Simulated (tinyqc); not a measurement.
What each parameter does: defect-molecule model of a vacancy with Jahn-Teller distortion.

Four dangling hybrids a, b, c, d point into the vacancy: H_ii = E0, and -gm between any two. A tetragonal distortion Q pairs a with b and c with d: those two couplings become -gm - I Q and the other four -gm + I Q/2, at an elastic cost k Q^2/2. The a1 level holds two electrons; charge states 2+, + and 0 put n = 0, 1, 2 more into the lowest level of t2 origin. Energy from the 2+ state at Q = 0, with the Fermi level mu counted from Ev: W_n(Q) = n (et - 2 I Q) + k Q^2/2 + Uc n (n - 1)/2 - n mu. et = E0 + gm is the undistorted t2 level.

Inputs chosen for the exercise (of the size used for the vacancy in silicon; not measured data):
```
symbol  value  unit           meaning
E0      0      eV             level of a dangling hybrid, from Ev
gm      0.37   eV             coupling between two dangling hybrids
I       1.06   eV/angstrom    Jahn-Teller coupling
k       12.2   eV/angstrom^2  force constant of the mode
Uc      0.27   eV             repulsion of two electrons in one orbital
```

E_JT = 2 I^2/k, E(2+/+) = et - E_JT, E(+/0) = et - 3 E_JT + Uc, U_eff = E(+/0) - E(2+/+); a1 level E0 - 3 gm.

One parameter was then changed.

Results before and after:
```
case     (2+/+) (eV)  (+/0) (eV)  U_eff (eV)  a1 (eV)
base          0.1858      0.0874     -0.0984  -1.1100
changed       0.1471     -0.0286     -0.1758  -1.1100
```

Which of these changes was made? (a) gm = 0.41 eV; (b) Uc = 0.33 eV; (c) k = 13.42 eV/angstrom^2; (d) I = 1.166 eV/angstrom; (e) E0 = 0.05 eV.

Answer: (d) I = 1.166 eV/angstrom. Of the candidates, run in turn, only this one gives the changed row.

All candidates:
```
case                     (2+/+) (eV)  (+/0) (eV)  U_eff (eV)  a1 (eV)
base                          0.1858      0.0874     -0.0984  -1.1100
E0 = 0.05 eV                  0.2358      0.1374     -0.0984  -1.0600
gm = 0.41 eV                  0.2258      0.1274     -0.0984  -1.2300
I = 1.166 eV/angstrom         0.1471     -0.0286     -0.1758  -1.1100
k = 13.42 eV/angstrom^2       0.2025      0.1376     -0.0649  -1.1100
Uc = 0.33 eV                  0.1858      0.1474     -0.0384  -1.1100
```

E0 and gm move both levels alike, so U_eff depends on I, k and Uc alone.

tinyqc: `OMP_NUM_THREADS=1 python tinyqc.py 1481857 1481858 out.jsonl`; about 0.01 s, one thread, shared Intel(R) Xeon(R) Processor @ 2.30GHz.
